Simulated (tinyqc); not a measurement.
Worked calculation: composition and strain of an epitaxial Si(1-x)Ge(x) layer from Raman and X-ray peaks. Computed by tinyqc, a small Python program that keeps every step. Command: `OMP_NUM_THREADS=1 python tinyqc.py 3027068 3027069 out.jsonl epiraman walk`. One thread of a shared host (Intel(R) Xeon(R) Processor @ 2.30GHz), about 0.01 s of CPU time with the checks. Intermediate numbers are printed to about 6 digits and carried at full precision; extremes and crossings named in words are read from the listed rows.

A (001) layer, biaxially strained in the plane. The Raman peaks follow empirical lines omega = w0 + c1 x + c3 x^3 + b eps (c3 for Si-Ge alone), with eps the in-plane strain.

Inputs (values chosen for the exercise, modelled on silicon-germanium):
```
quantity                        value      unit
Ge fraction x                     0.4         -
degree of relaxation R              0         -
lattice constant of Si          5.431  angstrom
lattice constant of Ge          5.658  angstrom
bowing B                        0.026  angstrom
2 C12/C11 of Si                 0.768         -
2 C12/C11 of Ge                  0.75         -
Si-Si: w0                       520.5      1/cm
Si-Si: c1                       -70.1      1/cm
Si-Si: strain coefficient b      -730      1/cm
Si-Ge: w0                         400      1/cm
Si-Ge: c1                        23.3      1/cm
Si-Ge: c3                         -35      1/cm
Si-Ge: strain coefficient b      -606      1/cm
Ge-Ge: w0                       280.4      1/cm
Ge-Ge: c1                        19.6      1/cm
Ge-Ge: strain coefficient b      -460      1/cm
uncertainty of a Raman peak       0.3      1/cm
X-ray wavelength             1.540598  angstrom
```

Substrate: silicon. Pair of peaks used: Si-Si and Ge-Ge.

## Lattice constants and strain

Relaxed lattice constant a(x) = a_Si + (a_Ge - a_Si) x - B x (1 - x). In-plane constant a_par = a_sub + R (a(x) - a_sub); eps = a_par/a(x) - 1; eps_perp = -(2 C12/C11) eps with 2 C12/C11 linear in x; a_perp = a(x) (1 + eps_perp).

relaxed constant a(x) = 5.51556 angstrom

substrate constant a_sub = 5.431 angstrom

a_par = 5.431 angstrom

in-plane strain eps = -15.3312 per mille

strain along the normal = 11.6640 per mille

a_perp = 5.57989 angstrom

The layer is under compression in the plane and is stretched along the normal.

## Raman peaks

Insert x and eps in the three lines; the strain part is b eps.

Si-Si peak = 503.652 1/cm

Si-Ge peak = 416.371 1/cm

Ge-Ge peak = 295.292 1/cm

strain parts (1/cm): Si-Si 11.1918, Si-Ge 9.2907, Ge-Ge 7.0523

Read as unstrained, the Si-Si peak would give x = 0.240 in place of 0.4.

## X-ray (004) reflection

Bragg angle theta = arcsin(2 lambda/a) for (004), for the substrate with a_sub and the layer with a_perp; separation in arc seconds.

theta of the substrate = 34.5646 degree

theta of the layer = 33.5178 degree

separation, layer less substrate = -3768.39 arcsec

## Back from two peaks to composition and strain

Unknowns x and eps (per mille). Newton steps: J d = (measured - model), J = [d omega/dx, d omega/d eps] for the two peaks; start at x = 0.5, eps = 0; stop when |d| < 1e-9. The peaks are rounded to 0.001 per cm; R = (a(x)(1 + eps) - a_sub)/(a(x) - a_sub).

peaks used (1/cm): Si-Si 503.652, Ge-Ge 295.292

Iterations:
```
step         x  eps (per mille)  residual 1 (1/cm)  residual 2 (1/cm)
0     0.500000           0.0000             18.202              5.092
1     0.399992         -15.3308              0.000              0.000
```

recovered x = 0.399992

recovered eps = -15.3308 per mille

recovered R = 0

## Which pair of peaks is best

For each pair invert J = [d omega/dx, d omega/d eps] at the true x. Independent errors of the given size in both peaks give sigma_x and sigma_eps = uncertainty x (norm of the rows of the inverse of J).

Error propagation:
```
pair               det J     sigma_x  sigma_eps (per mille)
Si-Si and Si-Ge  47.2256  0.00602695               0.447220
Si-Si and Ge-Ge   46.554  0.00556028               0.469059
Si-Ge and Ge-Ge   8.8876   0.0256812               0.697028
```

The pair Si-Si and Ge-Ge fixes x best (sigma_x = 0.0056) and Si-Ge and Ge-Ge worst (0.026), a factor 4.6. Strain moves all peaks the same way, so a good pair needs different ratios of composition slope to strain coefficient, best of opposite sign; the slopes here are -70.1, 6.5 and 19.6 per cm for Si-Si, Si-Ge and Ge-Ge. Errors in the coefficients themselves are not counted.

## Relaxation at fixed composition

(004) Bragg angle theta = arcsin(2 lambda/a), with a = a_perp for the layer and a_sub for the substrate; separation = layer less substrate. The apparent x is the one that a fully strained layer (R = 0) would need to give the same a_perp.

Signatures; columns: (1) R; (2) eps (per mille); (3) Si-Si (1/cm); (4) Ge-Ge (1/cm); (5) a_perp (angstrom); (6) (004) separation (arcsec); (7) apparent x if R = 0 is assumed:
```
(1)        (2)      (3)      (4)      (5)       (6)       (7)
0.00  -15.3312  503.652  295.292  5.57989  -3768.39  0.400000
0.15  -13.0315  501.973  294.234  5.57024  -3531.63  0.375128
0.30  -10.7318  500.294  293.177  5.56059  -3293.86  0.350121
0.50   -7.6656  498.056  291.766  5.54773  -2975.26  0.316566
0.70   -4.5994  495.818  290.356  5.53486  -2654.85  0.282762
0.85   -2.2997  494.139  289.298  5.52521  -2413.34  0.257242
1.00    0.0000  492.460  288.240  5.51556  -2170.80  0.231576
```

Full relaxation moves the Si-Si peak by -11.19 per cm and shrinks the X-ray separation to 58 % of its strained value, about 1/(1 + 2 C12/C11). A symmetric reflection alone cannot part x from R: a relaxed layer read as strained gives x = 0.232 in place of 0.4. An asymmetric reflection or a second peak is needed.

Checks made by the program: recovered composition (relative difference 2e-05).
